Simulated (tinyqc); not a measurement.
Fermi-level pinning at a metal contact (Cowley-Sze model): one step of the calculation.

Interface states of density Ds lie behind a thin layer of thickness dl. Neglecting the depletion charge, the barrier for electrons is phi = S (pM - chi) + (1 - S) E0 with S = 1/(1 + q Ds dl/(eps0 ei)); the barrier for holes is Eg - phi.

Problem. Barrier. Also the charge in the states, Ds (phi - E0), and the drop across the layer, pM - chi - phi.

Inputs (values chosen for the exercise); material values close to those of silicon:
- Eg = 1.11 eV (band gap)
- chi = 4.11 eV (electron affinity)
- Ds = 6.9e13 cm^-2 eV^-1 (density of interface states)
- E0 = 0.82 eV (depth of their neutrality level below the conduction edge)
- dl = 0.3 nm (thickness of the interface layer)
- ei = 3.6 (its relative permittivity)
- pM = 4.5 eV (metal work function)

Constants: q = 1.602176634e-19 C, eps0 = 8.8541878128e-14 F/cm where lengths are in cm. Results are converted to the units shown.

Give: S; phi; barrier for holes; charge in the states; drop across the layer.

Solution.

S = 0.49008
phi = 0.60926 eV
barrier for holes = 0.50074 eV
charge in the states = -1.4541e13 cm^-2
drop across the layer = -0.21926 V

Numbers from tinyqc (`OMP_NUM_THREADS=1 python tinyqc.py 2430065 2430066 out.jsonl`; about 0.01 s on one thread of a shared Intel Xeon 2.30GHz).
